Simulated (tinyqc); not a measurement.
# Changing the evaporation rate at 1000 rpm e0

Model: spin coating of a resist or spin-on film: centrifugal thinning, evaporation and the final thickness (Emslie and Meyerhofer models). Computed by tinyqc, a small Python program. Command: `OMP_NUM_THREADS=1 python tinyqc.py 3110855 3110856 out.jsonl spincoat sweep`. One thread of a shared host (Intel(R) Xeon(R) Processor @ 2.30GHz), about 0.3 s of CPU time with the checks.

A Newtonian film stays uniform over the wafer; solvent and solids have the same density and the concentration is uniform through the thickness.

Inputs (values chosen for the exercise, of the order of those of a polymer resist in an ester solvent):
```
quantity                                 value        unit
solids volume fraction c0                0.054           -
kinematic viscosity of the solvent nu_s    2.5      mm^2/s
viscosity constant k                      1700      mm^2/s
viscosity exponent gamma                   3.2           -
spin speed f                              5000         rpm
starting thickness h0                      600  micrometre
wafer radius R                             150          mm
shrinkage in the bake                     0.52           %
```

Method:
- omega = 2 pi f/60; nu(c) = nu_s + k c^gamma; evaporation rate e = e0 sqrt(f/1000 rpm).
- Flow constant K = 2 omega^2/(3 nu(c0)); Reynolds number of the air omega R^2/nu_air with nu_air = 15 mm^2/s.
- Meyerhofer estimate: flow rules until (1 - c0) K h^3 = e, then evaporation alone: h_w = (e/((1 - c0) K))^(1/3), dry film c0 h_w.
- Full model for solids s and liquid l per area, h = s + l, c = s/h: ds/dt = -c Q, dl/dt = -(1 - c) Q - e, Q = 2 omega^2 h^3/(3 nu(c)); integrated adaptively (relative tolerance 1e-9) until l = 0.
- Dry film = s at l = 0, before the bake; film after the bake = s x (1 - shrinkage).

One run for each value:
```
evaporation rate at 1000 rpm e0 (micrometre/s)  dry film (nm)  time to dry (s)  wet thickness h_w (micrometre)
0.010                                                   38.91           36.242                          0.6997
0.021                                                   49.83           22.101                          0.8961
0.045                                                   64.24           13.297                          1.1553
0.097                                                   82.98            7.968                          1.4923
0.210                                                  107.35            4.761                          1.9305
0.440                                                  137.37            2.908                          2.4703
0.940                                                  176.92            1.753                          3.1816
2.000                                                  227.55            1.060                          4.0921
```

Describe and explain the trends.

Over the rows, dry film (nm) rises from 38.9 to 228 (exponent d ln y / d ln x about 0.33 throughout); time to dry (s) falls from 36.2 to 1.06 (exponent d ln y / d ln x about -0.67 throughout); wet thickness h_w (micrometre) rises from 0.700 to 4.09 (exponent d ln y / d ln x about 0.33 throughout). The exponent of dry film stays at 0.33: the cube root of the evaporation rate.

Caution (all rows): above a Reynolds number of about 3e5 the air flow near the rim turns turbulent, and evaporation is no longer uniform.
